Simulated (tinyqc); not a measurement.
Inside a calculation. Model: capacitance of parallel on-chip lines from Laplace's equation on a mesh.

Program tinyqc, `OMP_NUM_THREADS=1 python tinyqc.py 2790188 2790189 out.jsonl`; Intel Xeon 2.30GHz, shared host, one thread, about 1 s. Printed values are rounded.

Cross-section of an endless row of equal lines between two grounded planes; neighbours are driven in antiphase (+1 V and -1 V), so the plane midway between two lines is at 0 V. By symmetry one quarter is solved: x runs from the centre of a line (column 0, mirror) to that midplane (column 3, 0 V), y from the mid-height of the line (row 0, mirror) to the ground plane (row 3, 0 V). The line fills columns 0 to 1 and rows 0 to 1 at 1 V. Cells beside the line (below row 1) have e2, cells above have e1. Each link between nodes has the conductance g = mean permittivity of the two cells beside it (a cell beyond a mirror counts as 0), and the free nodes obey sum g (V_neighbour - V) = 0.

Inputs (values chosen for the exercise):

| symbol | value | unit | meaning |
|---|---|---|---|
| e1 | 2.4 |  | relative permittivity above and below the lines |
| e2 | 7 |  | relative permittivity between the lines |
| om | 1.4 |  | over-relaxation factor |

Constants: eps0 = 8.8541878128e-12 F/m. Results are converted to the units shown.

## Link conductances

gx[j, i] joins node (row j, column i) to column i + 1, gy[j, i] to row j + 1.

gx:
```
       col 0  col 1  col 2
row 0    3.5    3.5    3.5
row 1    4.7    4.7    4.7
row 2    2.4    2.4    2.4
row 3    1.2    1.2    1.2
```

gy:
```
       col 0  col 1  col 2  col 3
row 0    3.5      7      7    3.5
row 1    1.2    2.4    2.4    1.2
row 2    1.2    2.4    2.4    1.2
```

## Iteration 1: relaxation sweep

V at the start (V):
```
       col 0  col 1  col 2  col 3
row 0      1      1      0      0
row 1      1      1      0      0
row 2      0      0      0      0
row 3      0      0      0      0
```

One sweep visits the free nodes row by row from row 0, left to right, and replaces V by V + om (weighted mean of the neighbours - V), using new values at once.

V after sweep 1 (V):
```
         col 0    col 1    col 2    col 3
row 0  1.00000  1.00000  0.35000  0.00000
row 1  1.00000  1.00000  0.53245  0.00000
row 2  0.35000  0.47250  0.35173  0.00000
row 3  0.00000  0.00000  0.00000  0.00000
```

## Iteration 2: relaxation sweep

As before.

V after sweep 2 (V):
```
         col 0    col 1    col 2    col 3
row 0  1.00000  1.00000  0.58271  0.00000
row 1  1.00000  1.00000  0.50364  0.00000
row 2  0.54075  0.47337  0.20126  0.00000
row 3  0.00000  0.00000  0.00000  0.00000
```

## Course of the relaxation

Stop when no node changes by 1e-7 V. C = 4 eps0 sum g (difference of V along the link)^2, in aF/um.

Course of the iteration:
```
sweep  C (aF/um)  largest change (V)
1        251.504               0.532
2        233.809               0.233
3        228.159               0.113
4        227.760              0.0274
5        227.594              0.0277
6        227.567             7.46e-3
7        227.566             1.77e-3
8        227.565             1.20e-3
9        227.565             3.72e-4
10       227.565             2.41e-4
11       227.565             1.13e-4
12       227.565             2.01e-5
13       227.565             1.20e-5
14       227.565             3.60e-6
15       227.565             1.29e-6
16       227.565             1.12e-6
17       227.565             2.49e-7
18       227.565             1.03e-7
19       227.565             5.04e-8
```

Converged in 19 sweeps. Over the last four sweeps the change shrinks by about 0.44 a sweep. C comes down from above, since the solution minimises the energy.

## Capacitance per length

converged V (V):
```
         col 0    col 1    col 2    col 3
row 0  1.00000  1.00000  0.47795  0.00000
row 1  1.00000  1.00000  0.45591  0.00000
row 2  0.45984  0.41969  0.21890  0.00000
row 3  0.00000  0.00000  0.00000  0.00000
```

C = 4 eps0 sum g (difference of V)^2 over all links (twice the energy of the four quarters, line at 1 V). Plate estimate without fringing: eps0 [2 e1 w/hd + 2 e2 t/(s/2)], w = 2 hx, t = 2 hx, s/2 = 2 hx, hd = 2 hx.

C = 227.565 aF/um
plate estimate = 166.459 aF/um

C depends on the shape only, not on the mesh step hx. Meshes 6, 12 and 24 times finer extrapolate (Aitken) to 216.7 aF/um; this mesh is 5.0 % above that, and the plate estimate is 23 % below it.
